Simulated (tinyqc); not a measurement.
Reverse leakage of an n+-p junction: diffusion, generation, trap-assisted and band-to-band tunnelling: one step of the calculation.

One-sided abrupt junction in the depletion approximation, x from the junction (0) to W on the p side, field F = F0 (1 - x/W). Flat quasi-Fermi levels, long p side. Traps generate through SRH with both lifetimes shortened by 1 + Gamma (Hurkx enhancement, form for moderate fields); band-to-band generation is local and needs a total bending above Eg.

Task. Current components. u = (Vbi + VR)(1 - x/W)^2, p = Na exp(-u/Vt), n = Nd exp((u - Vbi - VR)/Vt); G0 = ni^2 (1 - exp(-VR/Vt))/(tau (n + p + 2 ni cosh(Et/Vt))); Gamma = 2 sqrt(3 pi)(F/FG) exp((F/FG)^2); trap-assisted part G0 Gamma; G_bb = Ab F^2.5 exp(-Bb/F) with F in V/cm, zero unless Vbi + VR > Eg. 12 equal steps.

Each current is q times the trapezoid sum of its rate; J adds J_diff; J_bb under 1e-8 of the sum is given as 0.

Constants: q = 1.602176634e-19 C. Results are converted to the units shown.

```
point	x (nm)	G0 (cm^-3 s^-1)	G0 Gamma (cm^-3 s^-1)	G_bb (cm^-3 s^-1)
0	0.00000	1.0311710e9	2.2639220e9	3.4109354e-23
1	34.87360	2.0809450e16	4.1190538e16	7.3548917e-28
2	69.74719	8.0279590e16	1.4228873e17	1.8919236e-33
3	104.62079	8.0279628e16	1.2631675e17	~0
4	139.49438	8.0279628e16	1.1091307e17	~0
5	174.36798	8.0279628e16	9.6004505e16	~0
6	209.24157	8.0279624e16	8.1521508e16	~0
7	244.11517	8.0267204e16	6.7387247e16	~0
8	278.98877	7.1318732e16	4.7589779e16	~0
9	313.86236	3.3426389e15	1.6644389e15	~0
10	348.73596	8.4284510e13	2.7878444e13	~0
11	383.60955	9.0436062e12	1.4924252e12	0
12	418.48315	4.2963158e12	0	0
```

J_diff = 6.0011797e-9 A/cm^2

Find: J_SRH; J_TAT; J_bb; J.

Result.

J_SRH = 3.225e-7 A/cm^2
J_TAT = 3.994e-7 A/cm^2
J_bb = 0 A/cm^2
J = 7.280e-7 A/cm^2

Range of the model: The n+ side is degenerate, so Vbi from Boltzmann statistics is only a guide.

Computed by the program tinyqc: `OMP_NUM_THREADS=1 python tinyqc.py 2290029 2290030 out.jsonl`, one thread of a shared Intel Xeon 2.30GHz, about 0.01 s for the whole run.

~0 in a residual or rate marks an entry under 1e-11 of the largest of its column.
